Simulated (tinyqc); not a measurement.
Bond unit of a tetrahedral oxide and its oxygen vacancy in tight binding, step by step. Values are carried at full precision from step to step, so a last printed digit may differ when a step is redone from the rounded ones.

Two sp3 hybrids h1, h2 at eh = (es + 3 ep)/4 point at one oxygen with orbitals s, px, py, pz; x joins the two cations, z bisects the angle phi, and th = (180 - phi)/2. With u = hbar^2/(m d^2) = 2c/d^2, c = hbar^2/2m0: Vhs = -(1.32 + sqrt3 x 1.42) u/2 and Vhp = (1.42 + sqrt3 x 2.22) u/2. <h|s> = Vhs for both; <h1|px> = Vhp cos(th), <h2|px> = -Vhp cos(th); <h|pz> = Vhp sin(th) for both; py is a lone pair. The unit holds 8 electrons. Coupling between units, which widens the levels into bands, is left out.

Constants: hbar^2/2m0 = 3.80998211 eV angstrom^2.

Parameters, chosen for this exercise (near tabulated values for SiO2; not measured data):
```
symbol  value   unit      meaning
es      -14.79  eV        s level of the cation
ep      -7.48   eV        p level of the cation
eos     -34.6   eV        s level of oxygen
eop     -17.03  eV        p level of oxygen
d       1.61    angstrom  cation-oxygen distance
phi     150     degrees   bond angle at oxygen
R       3.16    angstrom  cation-cation distance across the vacancy
```

## Level and couplings

Form eh, u, Vhs, Vhp and th.

eh (hybrid level) = -9.3075 eV
u = 2.9397 eV

Vhs, Vhp (eV): [-5.5553, 7.7390]

th = 15.0 degrees

## The matrix

Fill it in.

H (eV), rows h1, h2, s, px, py, pz and columns alike:
```
[[-9.3075, 0, -5.5553, 7.4753, 0, 2.0030],
 [0, -9.3075, -5.5553, -7.4753, 0, 2.0030],
 [-5.5553, -5.5553, -34.6000, 0, 0, 0],
 [7.4753, -7.4753, 0, -17.0300, 0, 0],
 [0, 0, 0, 0, -17.0300, 0],
 [2.0030, 2.0030, 0, 0, 0, -17.0300]]
```

## Levels, weights and charge

Diagonalise; the four lowest levels are filled. The excess of electrons on oxygen is twice the oxygen weight of the filled levels less 6.

levels (eV): [-36.8725, -24.4234, -17.6964, -17.0300, -6.3686, -1.9141]

weights, rows h1, h2, s, px, py, pz; columns level 1, level 2, level 3, level 4, level 5, level 6:
```
[[0.039, 0.164, 0.026, 0.000, 0.436, 0.336],
 [0.039, 0.164, 0.026, 0.000, 0.436, 0.336],
 [0.921, 0.000, 0.011, 0.000, 0.067, 0.000],
 [0.000, 0.672, 0.000, 0.000, 0.000, 0.328],
 [0.000, 0.000, 0.000, 1.000, 0.000, 0.000],
 [0.002, 0.000, 0.937, 0.000, 0.061, 0.000]]
```

highest filled to lowest empty = 10.6614 eV
excess electrons on oxygen = 1.085

The highest filled level is the py orbital of oxygen (100 %) and the lowest empty one is 87 % cation hybrid, even under exchange of the two cations. The spacing is that of an isolated unit and exceeds the gap of the solid.

## The odd block in closed form

The combination (h1 - h2)/sqrt2 couples to px alone, with W2 = sqrt2 Vhp cos(th); W3 = (eh - eop)/2; levels (eh + eop)/2 -/+ sqrt(W2^2 + W3^2); polarity W3/sqrt(W2^2 + W3^2).

W2, W3 (eV): [10.5716, 3.8613]

levels of the odd block (eV): [-24.4234, -1.9141]

polarity = 0.3431

## The neutral oxygen vacancy

Without the oxygen the two hybrids face each other at distance R and couple by -V2, V2 = 3.22 x 2c/R^2, c = hbar^2/2m0: a bond at eh - V2 with two electrons and an antibond at eh + V2. Levels are measured from eop, the lone-pair level that stands for the top of the valence band.

Form V2 and the two levels above eop. R is a chosen distance; in real silica the neutral vacancy relaxes to about 2.5 angstrom.

V2 = 2.4572 eV

levels above eop (eV): bond 5.2653, lone hybrid 7.7225, antibond 10.1797

bond-antibond splitting = 4.9143 eV

The filled bond lies 5.27 eV above the lone pairs, so it can trap a hole; the antibond lies below the lowest empty level of the intact unit (10.66 eV). A lone hybrid, as in a dangling bond, sits at 7.72 eV.

## Checks

- Levels of the odd block against the full matrix: they agree to 1e-10 or better.

Program tinyqc; command `OMP_NUM_THREADS=1 python tinyqc.py 1482772 1482773 out.jsonl`; about 0.01 s on one thread of a shared Intel(R) Xeon(R) Processor @ 2.30GHz.
